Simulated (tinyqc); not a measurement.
## One-sided p+-n junction, ionisation integral and breakdown: effect of the drift doping

A p+ layer at x < 0 and an n drift layer from x = 0. Depletion approximation, built-in voltage neglected. Local ionisation coefficients alpha_n = an exp(-(bn/E)^mx), alpha_p = ap exp(-(bp/E)^mx). Electrons move towards +x, holes towards x = 0.

W = sqrt(2 eps0 eps_r V/(q N)), peak field E0 = q N W/(eps0 eps_r), falling linearly to 0 at W. G(x) = integral from 0 to x of (alpha_n - alpha_p); I_n = integral of alpha_n exp(-G) (electrons injected at x = 0), I_p = integral of alpha_p exp(G(end) - G) (holes injected at the far edge); M = 1/(1 - I). Integrals on a fine grid; BV is where I_n = 1. Specific on-resistance Ron = W/(q mu N) with constant mobility and full ionisation.

Inputs (values chosen for the exercise); material values close to those of silicon:

| symbol | value | unit | meaning |
|---|---|---|---|
| eps_r | 11.8 |  | relative permittivity |
| an | 7.13e5 | 1/cm | prefactor of the electron ionisation coefficient |
| bn | 1.3e6 | V/cm | field constant for electrons |
| ap | 1.63e6 | 1/cm | prefactor of the hole ionisation coefficient |
| bp | 2.09e6 | V/cm | field constant for holes |
| mx | 1 |  | exponent |
| mu | 1280 | cm^2/(V s) | electron mobility of the drift layer |

Constants: q = 1.602176634e-19 C, eps0 = 8.8541878128e-14 F/cm where lengths are in cm. Results are converted to the units shown.

Result of one run:

| N (cm^-3) | BV (V) | E0 at BV (kV/cm) | W at BV (um) | Ron (mohm cm^2) | BV^2/Ron (MW/cm^2) | eps0 eps_r mu E0^3/4 (MW/cm^2) |
|---|---|---|---|---|---|---|
| 1.4e15 | 213 | 303 | 14.1 | 4.91 | 9.26 | 9.26 |

What becomes of these results when the donor density of the drift layer N is changed from 1.4e15 to 3.7e16 cm^-3, all else the same?

Result of the changed run:

| N (cm^-3) | BV (V) | E0 at BV (kV/cm) | W at BV (um) | Ron (mohm cm^2) | BV^2/Ron (MW/cm^2) | eps0 eps_r mu E0^3/4 (MW/cm^2) |
|---|---|---|---|---|---|---|
| 3.7e16 | 25.2 | 535 | 0.943 | 0.0124 | 51.2 | 51.2 |

The whole series:

| N (cm^-3) | BV (V) | E0 at BV (kV/cm) | W at BV (um) | Ron (mohm cm^2) | BV^2/Ron (MW/cm^2) | eps0 eps_r mu E0^3/4 (MW/cm^2) |
|---|---|---|---|---|---|---|
| 3.8e14 | 552 | 254 | 43.5 | 55.8 | 5.45 | 5.45 |
| 7.4e14 | 337 | 277 | 24.4 | 16.1 | 7.09 | 7.09 |
| 1.4e15 | 213 | 303 | 14.1 | 4.91 | 9.26 | 9.26 |
| 2.7e15 | 134 | 334 | 8.06 | 1.46 | 12.4 | 12.4 |
| 5.2e15 | 86.1 | 371 | 4.65 | 0.436 | 17.0 | 17.0 |
| 1e16 | 56.1 | 415 | 2.70 | 0.132 | 23.9 | 23.9 |
| 1.9e16 | 37.5 | 467 | 1.60 | 0.0412 | 34.2 | 34.2 |
| 3.7e16 | 25.2 | 535 | 0.943 | 0.0124 | 51.2 | 51.2 |

BV falls from 552 to 25.2 V while the critical field rises from 254 to 535 kV/cm. BV goes as N^(-0.74) between the first two rows and N^(-0.59) between the last two (a coefficient proportional to E^7 gives -0.75 without punch-through). Ron goes as BV^(2.73) over the table; the last two columns agree since BV = E0 W/2 and N = eps0 eps_r E0/(q W). For N = 3.7e16 the layer is under 0.5 um wide or BV under 28 V, so dead space, tunnelling and the built-in voltage, all left out, matter.

Computed by the program tinyqc: `OMP_NUM_THREADS=1 python tinyqc.py 2120038 2120039 out.jsonl`, one thread of a shared Intel Xeon 2.30GHz, about 0.04 s for the whole run.
